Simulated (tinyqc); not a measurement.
Energy conservation against the time step: molecular dynamics of a small cluster by velocity Verlet steps. Computed by tinyqc, a small Python program. Command: `OMP_NUM_THREADS=1 python tinyqc.py 3001473 3001474 out.jsonl verlet walk`. One thread of a shared host (Intel(R) Xeon(R) Processor @ 2.30GHz), about 0.08 s of CPU time with the checks.

E = sum_(i<j) phi(r_ij), phi(r) = eps [exp(-2 alpha (r - r0)) - 2 exp(-alpha (r - r0))]; the force on i is -sum_j phi'(r_ij) (R_i - R_j)/r_ij.

Inputs (values chosen for the exercise, for model atoms):
```
quantity         value        unit
length r0         2.53    angstrom
well depth eps    0.75          eV
stiffness alpha   1.53  1/angstrom
atomic mass M     91.1           u
time step dt        12          fs
steps              100           -
```

Potential: Morse.

starting positions (angstrom):
```
            x      y      z
atom 1  -0.02  -0.02      0
atom 2   2.51   0.02  -0.02
atom 3   1.28    2.2      0
```

starting velocities (angstrom/fs):
```
               x         y         z
atom 1  -0.00189  -0.00052  -0.00081
atom 2   0.00156  -0.00082   0.00136
atom 3   0.00033   0.00134  -0.00055
```

Constants: 1 eV/(angstrom u) = 9.648533212e-03 angstrom/fs^2; k_B = 8.617333262e-05 eV/K.

Method:
- Relax the cluster, diagonalise the Hessian (central differences): omega_max = sqrt(c lambda_max/M). Verlet steps are stable for omega_max dt < 2.
- Velocity Verlet: a = c F/M with c = 9.648533212e-3 angstrom/fs^2 per eV/(angstrom u); R(new) = R + v dt + a dt^2/2; v(new) = v + (a + a(new)) dt/2. Kinetic energy K = M v^2/(2c); temperature T = 2K/((3N - 3) k_B), rotation of the cluster included.
- Runs without thermostat over the same span of time, steps x dt; spread = largest minus smallest value. For contrast, the energy gained over the first 30 dt (dt of the inputs) by explicit Euler steps: R(new) = R + v dt, v(new) = v + a dt.

omega_max dt = 0.400821

Energy error (eV):
```
dt (fs)  omega_max dt  Verlet, spread of U + K  Euler, gain in U + K
1.5            0.0501               2.7914e-05            3.3065e-02
3.0            0.1002               1.1173e-04            9.0652e-02
6.0            0.2004               4.4986e-04            3.4643e-01
12.0           0.4008               1.8561e-03            1.0148e+00
24.0           0.8016               8.6712e-03            9.0384e+00
36.0           1.2025               4.3124e-02            1.9401e+02
```

What follows from these numbers?

The Verlet error grows as dt^2.00 between the first rows, the second order of the method. Euler steps gain energy steadily: over that short span the gain in the first row is already 1200 times the Verlet spread of the whole run, and it grows as dt^1.46, tending to the first order of that method as dt shrinks. Caution: where the Euler gain approaches or exceeds the binding energy the cluster has blown apart.

Extremes, crossings and ranges named in words are read from the listed rows.
